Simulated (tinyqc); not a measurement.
Solubility, supersaturation, precipitation and gettering of an impurity in a silicon-like host: one step, computed by the program tinyqc. Command: `OMP_NUM_THREADS=1 python tinyqc.py 3023762 3023763 out.jsonl ripen walk`. One thread of a shared host (Intel(R) Xeon(R) Processor @ 2.30GHz), about 0.01 s of CPU time with the checks.

The wafer was saturated at T1 and is then held at T.

Task: Ham's law for sinks of fixed radius. tau0 = 1/(4 pi n r0 D); C_fixed(t) = C_eq + (C0 - C_eq) exp(-t/tau0). If all excess precipitates, the final radius is r_f = [r0^3 + 3 (C0 - C_eq)/(4 pi n C_p)]^(1/3), with tau_f = 1/(4 pi n r_f D).

Inputs (values chosen for the exercise, modelled on oxygen in silicon):

| quantity | value | unit |
|---|---|---|
| temperature of saturation T1 | 1475 | K |
| anneal temperature T | 1212 | K |
| sink density n | 2.3e+10 | 1/cm^3 |
| initial sink radius r0 | 66 | nm |
| impurity density in the precipitate C_p | 5.2e+22 | 1/cm^3 |
| anneal time t | 120000 | s |

D(T) = 8.258008e-12 cm^2/s

C_eq(T) = 4.939056e+16 1/cm^3

C0 = 6.504432e+17 1/cm^3

Give: tau0; C_fixed(t); final radius r_f; tau_f.

Result:

tau0 = 63481 s

C_fixed(t) = 1.402e+17 1/cm^3

final radius r_f = 74.14 nm

tau_f = 56514 s

The sinks hardly grow, so the fixed radius is a good model.
